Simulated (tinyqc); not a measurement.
# Surface potential of a MOS transistor: implicit equation and explicit approximations: accuracy of the approximations against gate voltage

p-type body, charge-sheet picture, depletion and inversion only, full ionisation (an idealisation for deep acceptors), Boltzmann statistics (rough once Na exp(x - xn) passes about Nc/7). In units of Vt: xg = (Vg - Vfb)/Vt, x = psi/Vt, G = gamma/sqrt(Vt), xn = (2 phiF + Vc)/Vt. The implicit equation is (xg - x)^2 = G^2 [x - 1 + exp(x - xn)] for x above about 3. Cox = eps0 eox/tox.

ni = sqrt(Nc Nv) exp(-Eg/(2 Vt)), Eg in volts; phiF = Vt ln(Na/ni); gamma = sqrt(2 q eps0 eps_r Na)/Cox; VT = Vfb + Vt (xn + G sqrt(xn - 1)). Depletion value a = 1 + [sqrt(G^2/4 + xg - 1) - G/2]^2; inversion value b = xn + ln[(xg - xn)^2/G^2 - xn + 1] and first guess y = min(a, b) - ln(1 + exp(-|a - b|)) if a > xn + 1, else b = y = a; one second-order correction with D = exp(y - xn), p = 2 (xg - y) + G^2 (1 + D), w = (xg - y)^2 - G^2 (y - 1 + D): z = y + 2 w/(p + sqrt(p^2 - 2 (2 - G^2 D) w)), or the Newton step z = y + w/p where the root is not real. N_inv = (Cox Vt G/q) [sqrt(x - 1 + exp(x - xn)) - sqrt(x - 1)] at the root. Lambert form (Cox m Vt/q) W0[(G/(2 m sqrt(xn - 1))) exp((Vg - VT)/(m Vt))], m = 1 + G/(2 sqrt(xn - 1)). Errors under 1e-4 mV, and the linear form below VT, are printed as 0.

Values chosen for this exercise; band and dielectric values close to those of germanium:
```
symbol,value,unit,meaning
T,300,K,temperature
Eg,0.654,eV,band gap
eps_r,15.7,,relative permittivity
Nc,1.04e19,cm^-3,conduction-band density of states at T
Nv,5.92e18,cm^-3,valence-band density of states at T
eox,9.05,,relative permittivity of the gate insulator (close to aluminium oxide)
tox,7.7,nm,insulator thickness
Na,1.4e16,cm^-3,acceptor density
Vfb,-0.68,V,flat-band voltage
Vc,0,V,channel-body voltage
```

Constants: q = 1.602176634e-19 C, kB = 1.380649e-23 J/K, Vt = kB T/q, eps0 = 8.8541878128e-14 F/cm where lengths are in cm. Results are converted to the units shown.

Result of one run:

| psi (V) | x - xn | error of y (mV) | error of z (mV) | N_inv (cm^-2) | Cox (Vg - VT)/q (cm^-2) | Lambert form (cm^-2) |
|---|---|---|---|---|---|---|
| 0.3266 | -0.005333 | 1.63 | 0 | 1.132e10 | 1.036e10 | 1.154e10 |

Which gate-body voltage Vg gave this result: -0.31, 0.09, 0.69 or 0.89 V?

Vg = -0.31 V.

The whole series:

| Vg (V) | psi (V) | x - xn | error of y (mV) | error of z (mV) | N_inv (cm^-2) | Cox (Vg - VT)/q (cm^-2) | Lambert form (cm^-2) |
|---|---|---|---|---|---|---|---|
| -0.31 | 0.3266 | -0.005333 | 1.63 | 0 | 1.132e10 | 1.036e10 | 1.154e10 |
| -0.11 | 0.4435 | 4.515 | 31.5 | 11.5 | 5.032e11 | 1.309e12 | 6.009e11 |
| 0.09 | 0.4882 | 6.245 | 24.1 | 7.78 | 1.495e12 | 2.608e12 | 1.712e12 |
| 0.29 | 0.5137 | 7.230 | 18.0 | -4.47 | 2.620e12 | 3.908e12 | 2.916e12 |
| 0.49 | 0.5312 | 7.909 | 14.5 | -1.44 | 3.799e12 | 5.207e12 | 4.151e12 |
| 0.69 | 0.5446 | 8.424 | 12.2 | -0.725 | 5.006e12 | 6.506e12 | 5.403e12 |
| 0.89 | 0.5553 | 8.839 | 10.5 | -0.429 | 6.232e12 | 7.805e12 | 6.664e12 |

psi rises from 0.327 to 0.555 V and ends 8.8 Vt above 2 phiF + Vc. Among the rows the first guess is off by at most 32 mV (at Vg = -0.11 V) and the corrected value by at most 11 mV. In the last row the linear form is 25 % above N_inv and the Lambert form 6.9 % above it; in the first row the Lambert form is 1.9 % above it. For Vg = 0.09, 0.29, 0.49, 0.69, 0.89 the electron quasi-Fermi level lies less than 2 Vt below the band edge at the surface, or above it, where degeneracy and confinement, left out, matter.

Computed by the program tinyqc: `OMP_NUM_THREADS=1 python tinyqc.py 2122239 2122240 out.jsonl`, one thread of a shared Intel Xeon 2.30GHz, about 0.01 s for the whole run.
